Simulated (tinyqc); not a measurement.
From rigid to soft shells: rigid-ion and shell models of the dielectric response of an ionic crystal. Computed by tinyqc, a small Python program. Command: `OMP_NUM_THREADS=1 python tinyqc.py 3005564 3005565 out.jsonl shell walk`. One thread of a shared host (Intel(R) Xeon(R) Processor @ 2.30GHz), about 0.01 s of CPU time with the checks.

Charges +Z and -Z; 6 nearest neighbours, Madelung constant M = 1.747565, volume per ion pair Omega = 2.000000 d^3. Energy per pair U = -M Z^2 e2/d + 6 A exp(-d/rho), e2 = e^2/(4 pi eps_0). In the shell model the anion is a core of charge Y - Z and a massless shell of charge -Y, joined by the spring k; the repulsion acts on the shell. Each ion feels the Lorentz field E + (4 pi/3) P (Gaussian units).

Inputs (values chosen for the exercise, for a model crystal):

| quantity | value | unit |
|---|---|---|
| nearest-neighbour distance d | 2.55 | angstrom |
| ionic charge Z | 1 | e |
| hardness d/rho | 10 | - |
| cation mass | 51.7 | u |
| anion mass | 19 | u |
| shell charge size Y | 1.99 | e |
| core-shell spring k | 21.7 | eV/angstrom^2 |
| cation polarisability alpha_+ | 0.66 | angstrom^3 |

Structure: rock salt.

Constants: e^2/(4 pi eps_0) = 14.39964548 eV angstrom; 1 eV/angstrom^3 = 160.2176634 GPa; nu for 1 eV/(angstrom^2 u) = 15.6333042 THz; 1 THz = 33.35640952 1/cm.

Method:
- Zero pressure fixes 6 A exp(-d/rho) = M Z^2 e2 rho/d^2. Then U = -(M Z^2 e2/d)(1 - rho/d), B = M Z^2 e2 (d/rho - 2)/(9 Omega d), and the spring of one sublattice against the other is R = (1/3) x (Laplacian of the repulsion summed over neighbours) = M Z^2 e2 (d/rho - 2)/(3 d^3), so R = 3 B Omega/d^2.
- With C = 4 pi Z^2 e2/(3 Omega): mu lambda_TO = R - C, mu lambda_LO = R + 2 C; eps_inf = 1 and eps_s = lambda_LO/lambda_TO.
- lambda in eV/(angstrom^2 u) gives the wavenumber 15.6333042 x 33.35640952 x sqrt(lambda); mu is the reduced mass.
- Eliminating the shell gives the anion polarisability alpha_- = Y^2 e2/(k + R), the Szigeti charge Z_S = Z - Y R/(k + R) and the softened spring R' = k R/(k + R). With b = 4 pi (alpha_+ + alpha_-)/(3 Omega): eps_inf = (1 + 2b)/(1 - b) (Clausius-Mossotti); Born charge Z* = Z_S (eps_inf + 2)/3.
- mu lambda_TO = R' - (4 pi e2/(3 Omega)) Z_S^2/(1 - b); mu lambda_LO = mu lambda_TO + 4 pi e2 Z*^2/(eps_inf Omega); eps_s = eps_inf lambda_LO/lambda_TO.

repulsive spring R = 4.04700 eV/angstrom^2

volume Omega = 33.16275 angstrom^3

omega_LO, rigid ions = 387.819 1/cm

Response against the core-shell spring:

| k (eV/angstrom^2) | eps_inf | Z_S | Z* | omega_TO (1/cm) | omega_LO (1/cm) | eps_s |
|---|---|---|---|---|---|---|
| 17 | 3.2227 | 0.61735 | 1.0748 | 200.89 | 280.42 | 6.2793 |
| 22 | 2.6867 | 0.69081 | 1.0792 | 200.90 | 294.38 | 5.7683 |
| 28 | 2.3360 | 0.74870 | 1.0821 | 200.91 | 306.43 | 5.4341 |
| 39 | 2.0037 | 0.81291 | 1.0849 | 200.92 | 321.09 | 5.1174 |
| 56 | 1.7656 | 0.86588 | 1.0869 | 200.92 | 334.39 | 4.8906 |
| 87 | 1.5820 | 0.91155 | 1.0884 | 200.92 | 346.90 | 4.7156 |
| 170 | 1.4276 | 0.95373 | 1.0897 | 200.93 | 359.44 | 4.5685 |
| 650 | 1.3126 | 0.98769 | 1.0906 | 200.93 | 370.33 | 4.4590 |

From the stiffest to the softest shell eps_inf rises from 1.31 to 3.22 and Z_S falls from 0.99 to 0.62; omega_LO moves by -24 % and omega_TO by 0.0 %. Screening by eps_inf cuts the LO frequency, which rigid ions overstate (rigid ions: 388 per cm); eps_s goes from 4.46 to 6.28.
